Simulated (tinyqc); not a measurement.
# From shift without recovery dV0 back to stress time t_s

Model: bias-temperature instability from a Gaussian distribution of capture and emission barriers. Computed by tinyqc, a small Python program. Command: `OMP_NUM_THREADS=1 python tinyqc.py 3010437 3010438 out.jsonl bti inv`. One thread of a shared host (Intel(R) Xeon(R) Processor @ 2.30GHz), about 0.03 s of CPU time with the checks.

Each trap has a capture time tau_0 exp(E_c/(k_B T)) under stress and an emission time tau_0 exp(E_e/(k_B T)) after it. E_c is Gaussian, and E_e = E_c + d with d Gaussian and independent. A trap counts as filled once t_s exceeds its capture time and as emptied once t_r exceeds its emission time.

Inputs (values chosen for the exercise, for a model p-channel transistor):
```
quantity                                 value        unit
shift with all traps filled V_max           96          mV
mean capture barrier at zero field mu_c   1.77          eV
spread of capture barriers sigma_c        0.21          eV
lowering of mu_c per field k_F           0.066  eV/(MV/cm)
oxide field F                              8.6       MV/cm
time constant tau_0                      3e-11           s
temperature T                               25           C
```

Constants: k_B = 8.617333262e-05 eV/K.

Method:
- Demarcation energies E_s = k_B T ln(t_s/tau_0), E_r = k_B T ln(t_r/tau_0); mean barrier mu = mu_c - k_F F; z = (E_s - mu)/sigma_c; Phi is the standard normal distribution.
- Temperatures in kelvin are T(C) + 273.15.
- Shift without recovery dV0 = V_max Phi(z); local time exponent n = d ln dV0/d ln t_s = (k_B T/sigma_c) exp(-z^2/2)/(sqrt(2 pi) Phi(z)); apparent activation energy n E_s.

Task: A run gave the result below. Find the stress time t_s, known to lie between 2600 and 8300 s.

shift without recovery dV0 = 3.997468 mV

Result:

Each step takes the trial c = (a f_b - b f_a)/(f_b - f_a), f being the result less the target and a, b, c the logarithms of the listed values; c replaces end b, the old b replaces a if the sign of f changed, and otherwise f_a is halved.

Scan of the range:
```
stress time t_s (s)  shift without recovery dV0 (mV)
2600                                         3.45488
3150                                         3.63685
3830                                         3.83018
4650                                         4.03024
5640                                         4.23759
6840                                         4.45333
8300                                         4.67848
```

False position (Illinois rule, in the logarithm of the input) inside the bracket:
```
step    end a    end b    trial  shift without recovery dV0 (mV)
1     3830.00  4650.00  4504.56                          3.99690
2     4650.00  4504.56  4506.99                          3.99747
3     4650.00  4506.99  4507.01                          3.99747
4     4506.99  4507.01  4507.00                          3.99747
```

Shift without recovery dV0 rises at every point of a 13-point scan of the range (every second point is shown), so one value fits; it is bracketed by 3830 and 4650. Answer: stress time t_s = 4507 s.
